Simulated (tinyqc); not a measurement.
From results back to parameters: trap in a gate oxide as a short-range spherical well. Four cases, with inputs chosen for the exercise.

Problem. In the Lucovsky model sigma goes as (h nu - Et)^(3/2)/(h nu)^3. The ratio of the cross-sections at h1 and h2 was computed from a hidden Et.

Case 1.

Values chosen (out of a larger set: near those of Al2O3 on GaAs; not measured data): h1 = 1.936 eV (first photon energy); h2 = 2.263 eV (second photon energy).

sigma(h1)/sigma(h2) = 0.851488

Case 2.

Values chosen (out of a larger set: near those of Al2O3 on GaAs; not measured data): h1 = 1.573 eV (first photon energy); h2 = 2.189 eV (second photon energy).

sigma(h1)/sigma(h2) = 0.821919

Case 3.

Values chosen (out of a larger set: near those of SiO2 on 4H SiC; not measured data): h1 = 2.789 eV (first photon energy); h2 = 5.466 eV (second photon energy).

sigma(h1)/sigma(h2) = 0.517032

Case 4.

Values chosen (out of a larger set: near those of SiO2 on 4H SiC; not measured data): h1 = 2.573 eV (first photon energy); h2 = 4.618 eV (second photon energy).

sigma(h1)/sigma(h2) = 0.351266

Find: Et.

Solution. y = [ratio (h1/h2)^3]^(2/3), and Et = (h1 - y h2)/(1 - y): the plot of (sigma (h nu)^3)^(2/3) against h nu is a line through Et.

Case 1.

Et = 1.308 eV

Case 2.

Et = 1.063 eV

Case 3.

Et = 2.250 eV

Case 4.

Et = 2.199 eV

Computed by tinyqc, one run a case: `OMP_NUM_THREADS=1 python tinyqc.py N N+1 out.jsonl` with N = 1251413, 1251429, 1251485, 1251493; one thread of a shared Intel(R) Xeon(R) Processor @ 2.30GHz, about 0.01 s a run at most.
